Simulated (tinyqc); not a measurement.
Transparency density and B against temperature: optical gain and spontaneous emission in a bulk direct-gap semiconductor.

Parabolic bands, vertical transitions, no excitons. For each hole band j: mr = me mj/(me + mj); joint density of states J_j(E) = (mr/c)^(3/2) sqrt(E - Eg)/(2 pi^2), both spins, c = hbar^2/2m0; averaged matrix element |e.p|^2 = m0 Ep/6; alpha_j(E) = 4 pi^2 alpha_f c Ep J_j/(3 nr E) in 1/angstrom (alpha_f the fine-structure constant, listed as alpha among the constants), times 1e8 for 1/cm.

F_j(eta) = (1/Gamma(j + 1)) integral_0^infinity x^j dx/(1 + exp(x - eta)), which tends to exp(eta) for eta << 0.

Quasi-Fermi levels: n = Nc F_1/2(Fc/kT) and p = Nv F_1/2(Fv/kT), Fc counted up from the conduction edge and Fv down from the valence edge; Nc, Nv from N = 2 (m kB T/(4 pi c))^(3/2) with c = hbar^2/2m0, in 1/angstrom^3; times 1e24 for 1/cm^3, with me and (mhh^(3/2) + mlh^(3/2))^(2/3).

For band j the electron sits at Ee = (E - Eg) mr/me above its edge and the hole at Eh = (E - Eg) mr/mj; fe = 1/(1 + exp((Ee - Fc)/kT)), fh = 1/(1 + exp((Eh - Fv)/kT)); gain g = sum_j alpha_j (fe + fh - 1).

Spontaneous rate: R = integral of (nr E/(hbar c))^2/(pi^2 hbar) sum_j alpha_j fe fh dE, with alpha in 1/cm and (nr E/(hbar c))^2 in 1/cm^2 (1e16 per 1/angstrom^2); B = R/(n p); lifetime n/R.

Constants: hbar^2/2m0 = 3.80998211 eV angstrom^2; fine-structure constant alpha = 0.007297352564; kB = 8.617333262e-05 eV/K; hbar = 6.58211957e-16 eV s; hbar c = 1973.269805 eV angstrom.

Parameters, chosen for this exercise (near those of InGaAs; shifted at random, so the results belong to these values and not to a real crystal): Eg = 0.76 eV (direct gap); me = 0.0402 m0 (electron mass); mhh = 0.451 m0 (heavy-hole mass); mlh = 0.0507 m0 (light-hole mass); Ep = 23.1 eV (Kane energy); nr = 3.61 (refractive index).

Eg is held fixed; B is taken at n = 1e15 1/cm^3.

Results:
```
T (K)  transparency density (1/cm^3)  Fc/kT there  B (cm^3/s)
100                         1.34e+17        2.397    7.95e-10
150                         2.46e+17        2.397    4.37e-10
200                         3.79e+17        2.397    2.86e-10
250                         5.29e+17        2.397    2.06e-10
300                         6.95e+17        2.397    1.58e-10
350                         8.76e+17        2.397    1.27e-10
400                         1.07e+18        2.397    1.05e-10
500                         1.50e+18        2.397    7.60e-11
```

Fc/kT at transparency stays at 2.397, since it depends on Nv/Nc alone, so the density goes as T^1.50. B goes as T^-1.46, against T^-1.5 for non-degenerate carriers: hot carriers spread over k and fewer pairs share a wave vector.

Program tinyqc; command `OMP_NUM_THREADS=1 python tinyqc.py 1682052 1682053 out.jsonl`; about 0.09 s on one thread of a shared Intel(R) Xeon(R) Processor @ 2.30GHz.
